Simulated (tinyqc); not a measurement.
Drift layer from breakdown voltage and on-resistance.

Problem. An ideal drift layer with a triangular field at breakdown has BV = Ec W/2, N = eps0 eps_r Ec/(q W) and Ron = W/(q mu N). Find Ec, W and N.

Parameters, values chosen for the exercise:
```
symbol  value        unit                               meaning
eps_r    11.5                             relative permittivity
mu       1330  cm^2/(V s)  electron mobility of the drift layer
```

Constants: q = 1.602176634e-19 C, eps0 = 8.8541878128e-14 F/cm where lengths are in cm. Results are converted to the units shown.

BV = 46.408246 V
Ron = 0.098793779 mohm cm^2

Solution. Eliminating W and N gives Ron = 4 BV^2/(eps0 eps_r mu Ec^3), which yields Ec.

Ec = 400.8 kV/cm
W = 2.316 um
N = 1.100e16 cm^-3

Computed by the program tinyqc: `OMP_NUM_THREADS=1 python tinyqc.py 2120008 2120009 out.jsonl`, one thread of a shared Intel Xeon 2.30GHz, about 0.03 s for the whole run.
